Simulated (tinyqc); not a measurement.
Inside a calculation. Method: geometry optimisation on the RHF/sto-3g surface (energies and gradients from PySCF), for BeH2, spin multiplicity 1. Computed by tinyqc, a small Python program that keeps every step (integrals from PySCF). Settings: charge = 0, multiplicity = 1, basis = sto-3g, optimiser = bfgs, first Hessian = 0.6, largest step = 0.3, iteration cap = 30. Command: `OMP_NUM_THREADS=1 python tinyqc.py 31250 31251 out.jsonl` (the two numbers bound the seeds that draw the settings). One thread of a shared host (Intel(R) Xeon(R) Processor @ 2.60GHz), about 0.5 s of CPU time with the checks.

## Step 1: energy and gradient

positions at the start (bohr):
```
            x          y          z
1Be  0.018897   0.051023   0.007559
2H   0.011338   2.282789   0.032125
3H   0.024566  -2.379165  -0.058582
```

Self-consistent energy and analytic gradient at these positions.

energy = -15.55548705 hartree

gradient (hartree/bohr):
```
               x            y            z
1Be  -0.00014370   0.05910360   0.00151910
2H    0.00017499  -0.06060098  -0.00113246
3H   -0.00003129   0.00149739  -0.00038664
```

## Step 1: move

Quasi-Newton step p = -H^(-1) g (first H = 0.6 times the unit matrix); steps longer than 0.3 bohr are cut back.

positions after step 1 (bohr):
```
            x          y          z
1Be  0.019137  -0.047483   0.005027
2H   0.011047   2.383791   0.034013
3H   0.024619  -2.381661  -0.057937
```

## Step 2: energy and gradient

As before.

energy = -15.55996778 hartree

gradient (hartree/bohr):
```
               x            y            z
1Be   0.00011152  -0.02580216   0.00008695
2H   -0.00002048  -0.00156633  -0.00041373
3H   -0.00009104   0.02736850   0.00032678
```

## Step 2: move

inverse Hessian in use (bohr^2/hartree), lower triangle:
```
           1          2          3          4          5          6          7          8
1   1.666662
2   0.001463   1.295795
3   0.000017  -0.000900   1.666865
4   0.000003  -0.000455   0.000014   1.666667
5  -0.000716   0.057811  -0.007365  -0.000489   1.938017
6  -0.000003  -0.003344  -0.000251  -0.000022   0.009607   1.666931
7   0.000002  -0.001008  -0.000030  -0.000003   0.001205   0.000025   1.666668
8  -0.000747   0.313061   0.008265   0.000943  -0.329161  -0.006263  -0.000196   1.682767
9  -0.000014   0.004244   0.000053   0.000008  -0.002242  -0.000013   0.000006  -0.002002

          9
9  1.666627
```

Quasi-Newton step p = -H^(-1) g (the inverse Hessian comes from BFGS updates; coordinates in the order x, y, z of each atom); steps longer than 0.3 bohr are cut back.

positions after step 2 (bohr):
```
            x          y          z
1Be  0.019008  -0.022529   0.004621
2H   0.011043   2.397332   0.034803
3H   0.024752  -2.420156  -0.058321
```

## Convergence

Stop when the largest gradient component is below 3e-5 hartree/bohr. The inverse Hessian follows the BFGS update with s = step, y = change of gradient.

Course of the optimisation:

| step | E (hartree) | largest gradient (hartree/bohr) |
|---|---|---|
| 1 | -15.55548705 | 6.06e-02 |
| 2 | -15.55996778 | 2.74e-02 |
| 3 | -15.56110712 | 9.97e-03 |
| 4 | -15.56133925 | 1.74e-03 |
| 5 | -15.56134944 | 5.24e-04 |
| 6 | -15.56135041 | 4.50e-04 |
| 7 | -15.56135151 | 3.26e-04 |
| 8 | -15.56135239 | 3.53e-04 |
| 9 | -15.56135276 | 1.73e-04 |
| 10 | -15.56135281 | 3.11e-05 |
| 11 | -15.56135281 | 1.44e-06 |

Final distances (angstrom):

| pair | distance |
|---|---|
| 2H-1Be | 1.290540 |
| 3H-1Be | 1.290536 |
| 3H-2H | 2.581076 |

Converged in 11 steps.
